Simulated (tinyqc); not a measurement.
Charge neutrality level from zone-averaged pseudopotential bands: one step. The neutrality level. Four cases, with inputs chosen for the exercise.

Question. Energies are counted from the valence top at Gamma. E_N = (1/2) weighted mean of [E5 + (E3 + E4)/2]. Compare with half the smallest indirect gap, min(Delta/X, L)/2, and give the barrier for electrons in the limit of full pinning, min(gaps) - E_N.

Case 1.

Levels (eV):
```
kx              ky        kz  weight         E3         E4        E5        E6
0.166667  0.166667  0.166667       2  -0.292943  -0.292943  2.461506  4.920543
0.500000  0.166667  0.166667       6  -1.569890  -1.310259  2.984408  4.643372
0.500000  0.500000  0.166667       6  -2.482405  -0.974380  3.104664  4.921886
0.500000  0.500000  0.500000       1  -0.921030  -0.921030  1.646074  4.883627
0.833333  0.166667  0.166667       6  -2.889067  -2.018114  2.152882  3.684800
0.833333  0.500000  0.166667       6  -3.274796  -2.116552  4.235537  4.439305
```

gaps to Gamma, Delta/X, L (eV): 1.454952  1.677634  1.646074

Case 2.

Levels (eV):
```
kx              ky        kz  weight         E3         E4        E5        E6
0.125000  0.125000  0.125000       2  -0.175556  -0.175556  3.361993  5.483635
0.375000  0.125000  0.125000       6  -0.961731  -0.919041  3.863664  5.130066
0.375000  0.375000  0.125000       6  -1.824925  -0.551872  3.902431  5.627035
0.375000  0.375000  0.375000       2  -0.823266  -0.823266  2.660935  5.536530
0.625000  0.125000  0.125000       6  -2.146679  -1.772438  3.032097  4.313959
0.625000  0.375000  0.125000      12  -2.783843  -1.489983  4.368619  5.077494
0.625000  0.375000  0.375000       6  -1.861276  -1.215837  3.411052  5.127868
0.625000  0.625000  0.125000       6  -3.445330  -1.491442  3.385095  6.622076
0.875000  0.125000  0.125000       6  -2.875710  -2.221786  2.407053  3.452884
0.875000  0.375000  0.125000      12  -3.529141  -2.392729  3.830832  5.709132
```

gaps to Gamma, Delta/X, L (eV): 2.588203  2.054730  2.506232

Case 3.

Levels (eV):
```
kx              ky        kz  weight         E3         E4        E5        E6
0.166667  0.166667  0.166667       2  -0.203273  -0.203273  1.967198  4.849802
0.500000  0.166667  0.166667       6  -1.151179  -0.956370  3.011829  4.311077
0.500000  0.500000  0.166667       6  -1.856104  -0.721414  2.944434  4.946262
0.500000  0.500000  0.500000       1  -0.690724  -0.690724  1.613075  5.048438
0.833333  0.166667  0.166667       6  -2.141168  -1.510202  2.594995  3.890418
0.833333  0.500000  0.166667       6  -2.454271  -1.544143  4.098856  4.539542
```

gaps to Gamma, Delta/X, L (eV): 0.551964  2.182884  1.613075

Case 4.

Levels (eV):
```
kx              ky        kz  weight         E3         E4        E5        E6
0.166667  0.166667  0.166667       2  -0.456178  -0.456178  2.816589  4.051314
0.500000  0.166667  0.166667       6  -2.113126  -1.857878  2.289136  4.501995
0.500000  0.500000  0.166667       6  -3.259369  -1.380888  2.834210  4.549122
0.500000  0.500000  0.500000       1  -1.296443  -1.296443  1.784039  3.903222
0.833333  0.166667  0.166667       6  -3.877769  -2.735384  1.229207  2.995497
0.833333  0.500000  0.166667       6  -4.276564  -2.944850  3.653101  4.052915
```

gaps to Gamma, Delta/X, L (eV): 3.340647  0.713525  1.784039

Give: mean of E5; mean of (E3 + E4)/2; E_N; half the indirect gap; pinned barrier for electrons.

Answer.

Case 1.

mean of E5 = 3.0161 eV
mean of (E3 + E4)/2 = -1.9042 eV
E_N = 0.5559 eV
half the indirect gap = 0.8230 eV
pinned barrier for electrons = 0.8990 eV

E_N lies at 38 % of the gap from the valence top, so pinned contacts have the lower barrier for holes. The two estimates differ by 0.27 eV; both rules are good to a few tenths of an eV only, so a position within that distance of a band edge or of mid-gap is not settled. Local form factors place the indirect gaps only to a few tenths of an eV, and E_N moves with them. Spin-orbit coupling, left out, would lift the valence top by a third of its splitting.

Case 2.

mean of E5 = 3.6007 eV
mean of (E3 + E4)/2 = -1.9849 eV
E_N = 0.8079 eV
half the indirect gap = 1.0274 eV
pinned barrier for electrons = 1.2468 eV

E_N lies at 39 % of the gap from the valence top, so pinned contacts have the lower barrier for holes. The two estimates differ by 0.22 eV; both rules are good to a few tenths of an eV only, so a position within that distance of a band edge or of mid-gap is not settled. Local form factors place the indirect gaps only to a few tenths of an eV, and E_N moves with them. Spin-orbit coupling, left out, would lift the valence top by a third of its splitting.

Case 3.

mean of E5 = 3.0166 eV
mean of (E3 + E4)/2 = -1.4112 eV
E_N = 0.8027 eV
half the indirect gap = 0.8065 eV
pinned barrier for electrons = -0.2507 eV

E_N lies above the conduction edge by 0.251 eV, since the narrow lowest valley has little weight in the zone mean; surfaces then accumulate electrons. The two estimates differ by 0.00 eV; both rules are good to a few tenths of an eV only, so a position within that distance of a band edge or of mid-gap is not settled. Local form factors place the indirect gaps only to a few tenths of an eV, and E_N moves with them. Spin-orbit coupling, left out, would lift the valence top by a third of its splitting.

Case 4.

mean of E5 = 2.4982 eV
mean of (E3 + E4)/2 = -2.5758 eV
E_N = -0.0388 eV
half the indirect gap = 0.3568 eV
pinned barrier for electrons = 0.7523 eV

E_N lies below the valence top by 0.039 eV. The two estimates differ by 0.40 eV; both rules are good to a few tenths of an eV only, so a position within that distance of a band edge or of mid-gap is not settled. Local form factors place the indirect gaps only to a few tenths of an eV, and E_N moves with them. Spin-orbit coupling, left out, would lift the valence top by a third of its splitting.

Computed by tinyqc, one run a case: `OMP_NUM_THREADS=1 python tinyqc.py N N+1 out.jsonl` with N = 1880699, 1880704, 1880749, 1880755; one thread of a shared Intel(R) Xeon(R) Processor @ 2.30GHz, about 0.09 s a run at most.
